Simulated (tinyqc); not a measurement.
IGBT as a p-i-n diode in series with a MOS channel, on-state and switching loss: one step of the calculation.

High injection (n = p) in a drift layer from x = -W/2 (anode) to +W/2 (cathode side), recombination only in the layer with lifetime tau, ideal emitters. The channel feeds the cathode side and carries the whole current. Auger recombination, carrier-carrier scattering, emitter losses and the carrier dip under the p body are left out.

Problem. On-state voltage. n(x) = (tau J/(2 q La))[cosh(x/La)/sinh y - B sinh(x/La)/cosh y]. Vm = Vt [(8 b/(b + 1)^2)(sinh y/s) arctan(s sinh y) + B ln((1 + B tanh^2 y)/(1 - B tanh^2 y))], s = sqrt(1 - B^2 tanh^2 y); Vj = Vt ln(n(-W/2) n(W/2)/ni^2), ni = sqrt(Nc Nv) exp(-Eg/(2 Vt)), Eg in volts; Vc = J Rch; Von = Vm + Vj + Vc.

Parameters, values chosen for the exercise; material values close to those of silicon:
```
symbol,value,unit,meaning
T,400,K,temperature
Eg,1.13,eV,band gap
Nc,4.25e19,cm^-3,conduction-band density of states at T
Nv,4.11e19,cm^-3,valence-band density of states at T
tau,0.74,us,high-injection lifetime
J,30,A/cm^2,current density
Rch,1.1,mohm cm^2,channel and accumulation resistance
```

Constants: q = 1.602176634e-19 C, kB = 1.380649e-23 J/K, Vt = kB T/q. Results are converted to the units shown.

b = 2.9137255
B = 0.48897796
La = 31.120497 um
y = 1.7673240

Wanted: Vm; Vj; Vc; Von.

Solution.

Vm = 0.2162 V
Vj = 0.6072 V
Vc = 0.03300 V
Von = 0.8564 V

Vm does not depend on J, since the carrier density grows with it. Junctions, layer and channel take 71, 25 and 3.9 % of Von.

Numbers from tinyqc (`OMP_NUM_THREADS=1 python tinyqc.py 2590119 2590120 out.jsonl`; about 0.01 s on one thread of a shared Intel Xeon 2.30GHz).
